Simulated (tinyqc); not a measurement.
Gate work function from the charge.

Question. For an undoped double gate, Q = 8 eps0 eps_r Vt beta tan(beta)/ts with 0 < beta < pi/2, and at the source (Vg - dphi)/(2 Vt) - ln[(2/ts) sqrt(2 eps0 eps_r Vt/(q ni))] = ln(beta) - ln(cos beta) + 2 r beta tan(beta), r = eps_r tox/(eox ts). Find beta and dphi.

Parameters, values chosen for the exercise; material values close to those of silicon:
```
symbol,value,unit,meaning
T,400,K,temperature
eps_r,11.8,,relative permittivity of the semiconductor
eox,22.6,,relative permittivity of the gate insulator
tox,3.9,nm,insulator thickness
ts,20,nm,body thickness
Vg,0.46,V,gate voltage
```

Constants: q = 1.602176634e-19 C, kB = 1.380649e-23 J/K, Vt = kB T/q, eps0 = 8.8541878128e-14 F/cm where lengths are in cm. Results are converted to the units shown.

Qs = 8.9501776 nC/cm^2
ni = 2.7734819e12 cm^-3

Answer. beta tan(beta) rises from 0 without bound on the interval, so the charge fixes beta; the second relation is then explicit in dphi.

beta = 0.2467
dphi = 0.1400 V

Numbers from tinyqc (`OMP_NUM_THREADS=1 python tinyqc.py 2440117 2440118 out.jsonl`; about 0.03 s on one thread of a shared Intel Xeon 2.30GHz).
